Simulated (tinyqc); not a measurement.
Extended Hueckel theory, for H3+, step by step. The parameters take no account of the charge, which enters only through the electron count. One step of it, computed by the program tinyqc.

Question. Orbitals. Solve H C = S C e through S^(-1/2); fill by pairs from the bottom, a degenerate level sharing its electrons equally; each orbital has its largest coefficient positive (the first on a tie).

H (eV):
```
            1H 1s       2H 1s       3H 1s
1H 1s  -13.600000  -14.149865  -13.194830
2H 1s  -14.149865  -13.600000  -13.194830
3H 1s  -13.194830  -13.194830  -13.600000
```

overlap S:
```
          1H 1s     2H 1s     3H 1s
1H 1s  1.000000  0.594532  0.554405
2H 1s  0.594532  1.000000  0.554405
3H 1s  0.554405  0.554405  1.000000
```

valence electrons = 2

Give: orbital energies; occupations; coefficients; sum of one-electron energies.

Answer.

orbital energies (eV): -19.0242  -1.5660  1.3561

occupations: 2.0000  0.0000  0.0000

coefficients:
```
          MO1      MO2      MO3
1H 1s  0.3982  -0.5931   1.1105
2H 1s  0.3982  -0.5931  -1.1105
3H 1s  0.3887   1.2150   0.0000
```

sum of one-electron energies = -38.0484 eV
